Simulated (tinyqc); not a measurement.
From tunnel breakdown V_Z back to effective doping N: band-to-band tunnelling and avalanche in a reverse-biased abrupt junction. Computed by tinyqc, a small Python program. Command: `OMP_NUM_THREADS=1 python tinyqc.py 3029166 3029167 out.jsonl zener inv`. One thread of a shared host (Intel(R) Xeon(R) Processor @ 2.30GHz), about 0.07 s of CPU time with the checks.

Direct Kane tunnelling in the local field (for indirect gaps the mass is an effective fit) and one ionisation coefficient for both carriers. N is the doping of the light side, or N_A N_D/(N_A + N_D) for the symmetric junction; the built-in voltage is taken as E_g/e.

Inputs (values chosen for the exercise, modelled on In0.53Ga0.47As):

| quantity | value | unit |
|---|---|---|
| band gap at 300 K, E_g | 0.749 | eV |
| gap narrowing with temperature, -dE_g/dT | 0.36 | meV/K |
| reduced tunnelling mass m_r | 0.022 | m_0 |
| permittivity eps | 13.9 | - |
| ionisation prefactor a | 5.4e+06 | 1/cm |
| ionisation field at 300 K, b | 1.55e+06 | V/cm |
| relative rise of b with temperature | 6.6 | 1e-4/K |
| current density that defines tunnel breakdown, J_0 | 0.1 | A/cm^2 |
| temperature T | 400 | K |

Junction: one-sided.

Constants: eps_0 = 8.8541878128e-12 F/m; e = 1.602176634e-19 C; m_0 = 9.1093837015e-31 kg; hbar = 1.054571817e-34 J s.

Method:
- E_g(T) = E_g - (T - 300 K)(-dE_g/dT); b(T) = b [1 + (rise)(T - 300 K)]; w = sqrt(2 eps eps_0 (V_R + E_g/e)/(e N)); F_m = 2 (V_R + E_g/e)/w; the field falls linearly from F_m to 0 across w.
- Kane: G(F) = A F^2 exp(-B/F), A = e^2 sqrt(m_r)/(18 pi hbar^2 sqrt(E_g)), B = pi sqrt(m_r) E_g^(3/2)/(2 e hbar), SI units; J = e int G dx x V_R/(V_R + E_g/e), the last factor making J vanish at zero bias; int G dx = (w/F_m) int_0^F_m G dF by 64 Gauss-Legendre points.
- Avalanche: I = (w/F_m) int_0^F_m a exp(-b/F) dF by 64 Gauss-Legendre points, M = 1/(1 - I), breakdown at I = 1.
- V_Z solves J = J_0 and V_A solves I = 1; the lower one is the breakdown voltage; temperature coefficients by a central difference of +/- 10 K.

Task: A run gave the result below. Find the effective doping N, known to lie between 8.3e+16 and 1.6e+17 1/cm^3.

tunnel breakdown V_Z = 2.476391 V

Result:

Each step takes the trial c = (a f_b - b f_a)/(f_b - f_a), f being the result less the target and a, b, c the logarithms of the listed values; c replaces end b, the old b replaces a if the sign of f changed, and otherwise f_a is halved.

Scan of the range:

| effective doping N (1/cm^3) | tunnel breakdown V_Z (V) |
|---|---|
| 8.30e+16 | 3.37982 |
| 9.26e+16 | 3.00194 |
| 1.03e+17 | 2.66899 |
| 1.15e+17 | 2.35679 |
| 1.29e+17 | 2.06323 |
| 1.43e+17 | 1.82504 |
| 1.60e+17 | 1.58986 |

False position (Illinois rule, in the logarithm of the input) inside the bracket:

| step | end a | end b | trial | tunnel breakdown V_Z (V) |
|---|---|---|---|---|
| 1 | 1.03000e+17 | 1.15000e+17 | 1.10246e+17 | 2.47268 |
| 2 | 1.03000e+17 | 1.10246e+17 | 1.09968e+17 | 2.47975 |
| 3 | 1.10246e+17 | 1.09968e+17 | 1.10100e+17 | 2.47639 |
| 4 | 1.09968e+17 | 1.10100e+17 | 1.10100e+17 | 2.47639 |

Tunnel breakdown V_Z falls at every point of a 13-point scan of the range (every second point is shown), so one value fits; it is bracketed by 1.03e17 and 1.15e17. Answer: effective doping N = 1.101e17 1/cm^3.
